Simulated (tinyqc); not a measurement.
Energies of the polytypes: polytypes and stacking faults of a tetrahedral semiconductor in an axial Ising model with couplings up to third neighbours. Computed by tinyqc, a small Python program. Command: `OMP_NUM_THREADS=1 python tinyqc.py 3003305 3003306 out.jsonl polytype walk`. One thread of a shared host (Intel(R) Xeon(R) Processor @ 2.30GHz), about 0.01 s of CPU time with the checks.

Each double layer has s = +1 or -1 for the sense of its stacking step; E per pair of atoms = E0 - sum_n J_n <s_i s_(i+n)>, n = 1, 2, 3. Hexagonality h = (1 - <s_i s_(i+1)>)/2.

Inputs (values chosen for the exercise, of the order of those of GaAs for J, a, G and the gaps):

| quantity | value | unit |
|---|---|---|
| J1 | 9.88 | meV/pair |
| J2 | -0.747 | meV/pair |
| J3 | -0.12 | meV/pair |
| gap of 3C | 1.52 | eV |
| gap of 4H | 1.51 | eV |

Method. E - E(3C) = sum_n J_n (1 - C_n), C_n = <s_i s_(i+n)>. The gap is taken linear in h between 3C (h = 0) and 4H (h = 1/2), a rough rule, with a dash beyond.

correlations of the repeat units 3C (+), 2H (+-), 4H (++--), 6H (+++---), 15R (+++--), 8H (++++----), 21R (++++---), 9R (++-):
```
        n = 1     n = 2     n = 3
3C    1.00000   1.00000   1.00000
2H   -1.00000   1.00000  -1.00000
4H    0.00000  -1.00000   0.00000
6H    0.33333  -0.33333  -1.00000
15R   0.20000  -0.60000  -0.60000
8H    0.50000   0.00000  -0.50000
21R   0.42857  -0.14286  -0.71429
9R   -0.33333  -0.33333   1.00000
```

Polytypes:

| polytype | h | E - E(3C) (meV/pair) | gap by the linear rule (eV) |
|---|---|---|---|
| 3C | 0.0000 | 0.000 | 1.5200 |
| 2H | 1.0000 | 19.520 | - |
| 4H | 0.5000 | 8.266 | 1.5100 |
| 6H | 0.3333 | 5.351 | 1.5133 |
| 15R | 0.4000 | 6.517 | 1.5120 |
| 8H | 0.2500 | 4.013 | 1.5150 |
| 21R | 0.2857 | 4.586 | 1.5143 |
| 9R | 0.6667 | 12.177 | - |

E(2H) - E(3C) = 19.52 meV/pair

E(4H) - E(3C) = 8.266 meV/pair

E(6H) - E(3C) = 5.3507 meV/pair

What follows from these numbers?

The lowest is 3C, 4.013 meV/pair below 8H. J1/|J2| = 13.23: for J3 = 0 and J2 < 0 the ground state is 2H below -2, 4H between -2 and 2, and 3C above 2; at 2 itself all periods with bands of two or more layers are degenerate.

Extremes, crossings and ranges named in words are read from the listed rows.
